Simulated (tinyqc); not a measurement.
CMOS inverter, nodal equation and switching: one step of the calculation.

An n-channel pull-down (bn, VTn) and a p-channel pull-up (bp, VTp) share the input Vin and the output node Vout, which carries the load C. Transistor (EKV form, voltages against the body): I = 2 n b Vt^2 [F(vp - Vs) - F(vp - Vd)] from drain to source, F(v) = ln^2(1 + exp(v/(2 Vt))), vp = (Vg - VT + sg |Vd - Vs|)/n. n-channel bodies are at 0; for the p-channel device all voltages are counted down from Vdd. b in uA/V^2 gives I in uA. Static: In = Ip. Transient: C dVout/dt = Ip - In. No velocity saturation, no gate capacitance beyond C.

Question. Transfer curve. For each Vin solve In = Ip; gain = dVout/dVin.

Inputs (values chosen for the exercise):
- T = 400 K (temperature)
- Vdd = 0.9 V (supply voltage)
- n = 1.35 (slope factor)
- sg = 0.03 (drain-induced barrier lowering)
- VTn = 0.34 V (n-channel threshold)
- VTp = 0.28 V (p-channel threshold (magnitude))
- bn = 240 uA/V^2 (gain factor of the pull-down transistor)
- bp = 190 uA/V^2 (gain factor of the pull-up transistor)
- Vin = 0.59 V (input voltage)

Constants: q = 1.602176634e-19 C, kB = 1.380649e-23 J/K, Vt = kB T/q. Results are converted to the units shown.

Vin, point 0 to 10 (V): [0, 0.09, 0.18, 0.27, 0.36, 0.45, 0.54, 0.63, 0.72, 0.81, 0.9]

Find: Vout; supply current; gain.

Answer.

```
point  Vout (V)  supply current (uA)     gain
0       0.89999            8.9209e-4  -0.0002
1       0.89994            0.0058486  -0.0013
2       0.89957             0.035492  -0.0093
3       0.89718              0.18352  -0.0568
4       0.88395              0.73036  -0.3018
5       0.78259               2.0909  -4.5679
6       0.03022               1.2246  -0.5848
7       0.00567              0.37813  -0.1069
8       0.00096             0.086112  -0.0198
9       0.00014             0.015605  -0.0031
10      0.00002            0.0024880  -0.0004
```

The switching point Vin = Vout lies at 0.4676 V, with a gain of -33.3.

tinyqc, about 0.03 s, one thread, Intel Xeon 2.30GHz (shared host): `OMP_NUM_THREADS=1 python tinyqc.py 2340087 2340088 out.jsonl`
